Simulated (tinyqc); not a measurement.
Inside a calculation. Method: RKS/BP86 in the 3-21g basis, for H2, spin multiplicity 1. One step of it, computed by the program tinyqc.

Question. Iteration 2: diagonalisation and new density. Diagonalise F' = X^T F X, C = X C', fill 1 alpha and 1 beta electrons from the bottom; D = 2 C_occ C_occ^T. Each column has its largest component positive (the first on a tie).

extrapolated F (hartree), lower triangle:
```
           1H 1s      1H 2s      2H 1s      2H 2s
1H 1s   0.134279
1H 2s  -0.298113  -0.177617
2H 1s  -0.089374  -0.160529   0.134279
2H 2s  -0.160529  -0.168819  -0.298113  -0.177617
```

X:
```
               1          2          3         4
1H 1s  -0.744673   0.907579   0.557910  0.289646
1H 2s   1.278851  -0.691221   0.324870  0.380308
2H 1s   0.744673   0.907579  -0.557910  0.289646
2H 2s  -1.278851  -0.691221  -0.324870  0.380308
```

Give: F' = X^T F X; orbital energies; coefficients C; D after iteration 2.

Answer.

F' = X^T F X (hartree), lower triangle:
```
        1      2      3       4
1   0.743
2   0.000  0.894
3  -0.323  0.000  0.038
4   0.000  0.073  0.000  -0.295
```

orbital energies (hartree): MO1 -0.299, MO2 -0.088, MO3 0.869, MO4 0.898

coefficients C:
```
         MO1     MO2     MO3     MO4
1H 1s  0.234   0.250  -0.896   0.924
1H 2s  0.422   0.766   1.074  -0.667
2H 1s  0.234  -0.250   0.896   0.924
2H 2s  0.422  -0.766  -1.074  -0.667
```

D after iteration 2, lower triangle:
```
       1H 1s  1H 2s  2H 1s  2H 2s
1H 1s  0.109
1H 2s  0.197  0.356
2H 1s  0.109  0.197  0.109
2H 2s  0.197  0.356  0.197  0.356
```
